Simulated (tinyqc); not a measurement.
One-sided p+-n junction, ionisation integral and breakdown: one step of the calculation.

A p+ layer at x < 0 and an n drift layer from x = 0. Depletion approximation, built-in voltage neglected. Local ionisation coefficients alpha_n = an exp(-(bn/E)^mx), alpha_p = ap exp(-(bp/E)^mx). Electrons move towards +x, holes towards x = 0.

Task. Ionisation integrals by the trapezoid rule. G(x) = integral from 0 to x of (alpha_n - alpha_p); I_n = integral of alpha_n exp(-G) (electrons injected at x = 0), I_p = integral of alpha_p exp(G(end) - G) (holes injected at the far edge); M = 1/(1 - I). All integrals by the trapezoid rule on the grid.

| point | x (um) | alpha_n (1/cm) | alpha_p (1/cm) |
|---|---|---|---|
| 0 | 0.000000 | 1619.7173 | 121.33552 |
| 1 | 2.895900 | 1174.5061 | 73.432453 |
| 2 | 5.791799 | 821.79213 | 42.029554 |
| 3 | 8.687699 | 551.34371 | 22.527434 |
| 4 | 11.583599 | 351.89689 | 11.168974 |
| 5 | 14.479499 | 211.54730 | 5.0429933 |
| 6 | 17.375398 | 118.25704 | 2.0325038 |
| 7 | 20.271298 | 60.448839 | 0.71229170 |
| 8 | 23.167198 | 27.629674 | 0.20959881 |
| 9 | 26.063097 | 10.953254 | 0.049377076 |
| 10 | 28.958997 | 3.6086439 | 0.0087114257 |
| 11 | 31.854897 | 0.92894402 | 0.0010452564 |
| 12 | 34.750797 | 0.17033207 | 7.3814192e-5 |

Wanted: G; alpha_n exp(-G); I_n; I_p; M_n; M_p.

Result.

| point | G | alpha_n exp(-G) (1e3 1/cm) |
|---|---|---|
| 0 | 0.000 | 1.620 |
| 1 | 0.376 | 0.806 |
| 2 | 0.649 | 0.430 |
| 3 | 0.838 | 0.238 |
| 4 | 0.964 | 0.134 |
| 5 | 1.043 | 0.075 |
| 6 | 1.090 | 0.040 |
| 7 | 1.116 | 0.020 |
| 8 | 1.128 | 0.009 |
| 9 | 1.134 | 0.004 |
| 10 | 1.136 | 0.001 |
| 11 | 1.136 | 0.000 |
| 12 | 1.137 | 0.000 |

I_n = 0.7431
I_p = 0.1352
M_n = 3.893
M_p = 1.156

Computed by the program tinyqc: `OMP_NUM_THREADS=1 python tinyqc.py 2120117 2120118 out.jsonl`, one thread of a shared Intel Xeon 2.30GHz, about 0.07 s for the whole run.
